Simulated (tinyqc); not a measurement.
One level coupled to a phonon between two leads, self-consistent Born approximation: one step of the calculation.

Wide-band leads with mu_L = +V/2 and mu_R = -V/2; phonons in equilibrium, Nq = 1/(exp(w0/kB T) - 1). Scattering links only energies that differ by w0, so a ladder E_k = E1 + k w0 closes on itself; terms that reach past its ends are dropped. Gn and Gp are the electron and hole parts of the spectral function A = Gn + Gp.

Task. Currents on the rungs. Spectral currents into the level: iL = GL [fL Gp - (1 - fL) Gn], iR = GR [fR Gp - (1 - fR) Gn].

Values chosen for this exercise:
- GL = 82 meV (coupling to the left lead)
- GR = 97 meV (coupling to the right lead)

```
rung	converged Gn (1/meV)	converged Gp (1/meV)	fL	fR
0	5.8366237e-4	1.2404868e-6	1	0.99605552
1	7.4115746e-4	5.4082821e-4	1.0000000	0.19290806
2	0.0023422376	0.0021201616	0.99999957	2.2618417e-4
3	0.0095408864	0.011450638	0.99954632	2.1413785e-7
4	0.0013727328	0.0038562896	0.67589119	2.0268734e-10
5	1.2494631e-6	0.0014346909	0.0019699837	1.9184908e-13
6	5.3912462e-10	6.3041955e-4	1.8683202e-6	1.8159036e-16
```

Find: iL; iR; iL + iR; sum of iL.

Result.

```
rung	iL	iR	iL + iR
0	0.0001	-0.0001	0.00000
1	0.0443	-0.0479	-0.00356
2	0.1739	-0.2271	-0.05325
3	0.9382	-0.9255	0.01271
4	0.1772	-0.1332	0.04409
5	0.0001	-0.0001	0.00001
6	0.0000	0.0000	0.00000
```

sum of iL = 1.334

On a single rung iL + iR need not vanish (largest 0.053), since phonons move electrons between rungs; summed over the ladder it does.

Range of the model: The self-consistent Born approximation keeps only non-crossing phonon lines and no Hartree shift; it is rough once the coupling nears the phonon energy.

tinyqc, about 0.04 s, one thread, Intel Xeon 2.30GHz (shared host): `OMP_NUM_THREADS=1 python tinyqc.py 2720022 2720023 out.jsonl`
